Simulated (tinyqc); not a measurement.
Small-signal admittance of a forward-biased p+-n diode: admittance against frequency.

Holes injected into a neutral base of width wb with an ohmic contact at its end; low injection, p0 far above the equilibrium density. A small voltage v exp(i w t), w = 2 pi f, modulates the edge density by p0 v/Vt, and the small-signal density obeys Dp d2p/dx2 = (1/tau + i w) p.

L = sqrt(Dp tau); direct current J = (q Dp p0/L) coth(wb/L); k = sqrt(1 + i w tau)/L; diffusion admittance Y = (q Dp p0/Vt) k coth(k wb) = G + i w C_diff; junction capacitance C_j = sqrt(q eps0 eps_r Nd/(2 Vr)) in the depletion approximation, with the remaining barrier Vr = Vt ln(Na/p0), a rough value under forward bias; base-width modulation is left out. Measured admittance 1/[Rs + 1/(Y + i w C_j)].

Inputs (values chosen for the exercise); permittivity close to that of germanium:
```
symbol   value      unit                                   meaning
T          350         K                               temperature
eps_r       16                               relative permittivity
Nd      3.1e16     cm^-3                 donor density of the base
Dp          50    cm^2/s                hole diffusion coefficient
tau       4e-8         s                             hole lifetime
wb          21        um                 width of the neutral base
p0      3.7e14     cm^-3  excess hole density at the junction edge
Na        4e19     cm^-3           acceptor density of the p+ side
Rs       0.012  ohm cm^2                         series resistance
```

Constants: q = 1.602176634e-19 C, kB = 1.380649e-23 J/K, Vt = kB T/q, eps0 = 8.8541878128e-14 F/cm where lengths are in cm. Results are converted to the units shown.

The same in every row: C_j (uF/cm^2) = 0.1003.

Admittance against frequency:

| f (Hz) | w tau | G (S/cm^2) | C_diff (uF/cm^2) | measured G (S/cm^2) | measured C (uF/cm^2) | phase of the measured Y (degrees) |
|---|---|---|---|---|---|---|
| 10000 | 0.002513 | 77.01 | 1.070 | 40.02 | 0.3160 | 0.02842 |
| 60000 | 0.01508 | 77.01 | 1.070 | 40.02 | 0.3160 | 0.1705 |
| 2e5 | 0.05027 | 77.01 | 1.069 | 40.03 | 0.3159 | 0.5682 |
| 1e6 | 0.2513 | 77.19 | 1.068 | 40.16 | 0.3143 | 2.815 |
| 4e6 | 1.005 | 79.84 | 1.051 | 42.07 | 0.2911 | 9.864 |
| 2e7 | 5.027 | 120.0 | 0.8000 | 57.26 | 0.1154 | 14.22 |
| 7e7 | 17.59 | 212.0 | 0.4553 | 69.38 | 0.02625 | 9.450 |
| 3e8 | 75.40 | 429.5 | 0.2249 | 77.76 | 0.003536 | 4.899 |
| 1e9 | 251.3 | 780.5 | 0.1237 | 81.13 | 5.703e-4 | 2.529 |

G starts at J/Vt = 77.0 S/cm^2 and C_diff at (J tau/(2 Vt))(1 - 2 x/sinh 2x) = 1.07 uF/cm^2, x = wb/L = 1.48. Between the last two rows G goes as f^(0.50) and C_diff as f^(-0.50); the limits are 1/2 and -1/2, reached when the signal penetrates only sqrt(Dp/w). The measured C is 73 % below C_diff + C_j in the first row and 100 % below it in the last, the difference being due to Rs.

tinyqc, about 0.01 s, one thread, Intel Xeon 2.30GHz (shared host): `OMP_NUM_THREADS=1 python tinyqc.py 2890209 2890210 out.jsonl`
